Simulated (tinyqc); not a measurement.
# Equilibrium and kinetic segregation of a solute to boundaries and growing surfaces, step by step

A worked calculation. Computed by tinyqc, a small Python program that keeps every step. Command: `OMP_NUM_THREADS=1 python tinyqc.py 3013716 3013717 out.jsonl segreg walk`. One thread of a shared host (Intel(R) Xeon(R) Processor @ 2.30GHz), about 0.01 s of CPU time with the checks. Intermediate numbers are printed to about 6 digits and carried at full precision; extremes and crossings named in words are read from the listed rows.

Inputs (values chosen for the exercise, modelled on arsenic in polycrystalline silicon): segregation energy Q = 0.45 eV; total solute fraction x0 = 0.0073; temperature T = 1300 K; grain size d = 230 nm; boundary thickness delta = 0.48 nm; atomic volume Omega = 20.02 angstrom^3; clean boundary energy gamma_0 = 0.83 J/m^2; bulk diffusivity D = 1.3e-17 m^2/s; anneal time t = 1.2 s; exchange barrier E_b = 1.82 eV; surface segregation energy E_s = 0.16 eV; growth temperature T_g = 800 K; growth rate = 1.9 monolayers/s.

Isotherm: Langmuir-McLean.

Constants: k_B = 8.617333262e-05 eV/K; 1 eV/angstrom^2 = 16.02176634 J/m^2.

## Coverage for very large grains

With theta the solute fraction on boundary sites and x that in the grains, theta/(1 - theta) = [x/(1 - x)] exp[Q/(k_B T)]. The coverage theta_inf is that for x = x0.

coverage theta_inf = 0.289954

## Depletion of small grains

Finite grains: boundary sites are the fraction f = 3 delta/d, and x0 = (1 - f) x + f theta; solve both equations for theta; share at boundaries = f theta/x0.

site fraction f = 0.00626087

coverage theta = 0.244807

fraction x left in the grains = 0.00580363

share of solute at boundaries = 20.9960 %

enrichment theta/x = 42.1817

21 % of the solute sits at boundaries; for a dopant that share is electrically lost.

## Boundary energy

Gibbs adsorption for this isotherm in a dilute matrix: gamma = gamma_0 + Gam_0 [k_B T ln(1 - theta)], Gam_0 = delta/Omega sites per area.

Gam_0 = 23.9760 1/nm^2

boundary energy gamma = 0.709170 J/m^2

Segregation lowers gamma by 15 %, and the driving force of grain growth with it. Caution: so much solute in the grains may exceed the solubility and is no longer dilute.

## How fast the boundary fills

McLean kinetics from a uniform start, fed from both sides, with a constant enrichment beta = theta_inf/x0: (theta - x0)/(theta_inf - x0) = 1 - exp(s^2) erfc(s), s = 2 sqrt(D t)/(beta delta); half filling at s = 0.7691, t = (0.7691 beta delta/2)^2/D. D is an input and does not follow T.

s = 0.414328

degree of filling = 0.337602

time to half filling = 4.13484 s

diffusion length sqrt(D t) = 3.94968 nm

## Segregation at a growing surface

Two-state exchange during growth, dilute: jump up r_u = nu exp(-E_b/(k_B T_g)), jump back r_d = r_u exp(-E_s/(k_B T_g)), nu = 1e13 1/s. In the time 1/R of one monolayer the share carried up is p = [r_u/(r_u + r_d)] [1 - exp(-(r_u + r_d)/R)]; the tail decays as p^n, length -1/ln p monolayers; the equilibrium limit has p = r_u/(r_u + r_d).

r_u = 34.2377 1/s

r_d = 3.36162 1/s

share carried up p = 0.910594

decay length = 10.6771 monolayers

Exchange is fast against growth: the equilibrium regime, where heating shortens the tail.

## Tail length against growth temperature

The formulas are those given above.

Exchange model:
```
T_g (K)        r_u/R         p  length (monolayers)  equilibrium limit
620      8.45393e-03  0.008417               0.2093            20.4756
663      7.70125e-02  0.073951               0.3840            16.9477
699      3.97262e-01  0.323610               0.8864            14.7372
735      1.74500e+00  0.785304               4.1376            12.9989
764      5.19388e+00  0.915877              11.3800            11.8549
793      1.42739e+01  0.912247              10.8880            10.8880
836      5.61669e+01  0.902116               9.7076             9.7076
901      3.47541e+02  0.887028               8.3418             8.3418
1009     4.27234e+03  0.862968               6.7853             6.7853
```

The length peaks among these rows at 764 K with 11.4 monolayers. Below, exchange freezes (r_u/R = 0.0085 in the first row); above, the length follows the equilibrium limit, about exp(E_s/(k_B T)), down to 6.79.

## Coverage against grain size

The formulas are those given above.

At T:
```
d (nm)     theta  x in the grains  share at boundaries (%)
15      0.064386       0.00123772                  84.6726
30      0.108646       0.00219014                  71.4382
60      0.162534       0.00348276                  53.4359
120     0.211813       0.00481603                  34.8186
250     0.248049       0.00590525                  19.5721
500     0.267921       0.00654724                  10.5701
1000    0.278664       0.00690867                   5.4969
5000    0.287653       0.00721924                   1.1348
```

From the largest grains to the smallest the share at boundaries rises from 1.1 to 85 %, and x/x0 falls to 0.17. In the dilute limit x/x0 = 1/(1 - f + f exp(Q/(k_B T))), which gives 0.16 at 15 nm.

Checks made by the program: mass balance (relative difference below 1e-10).
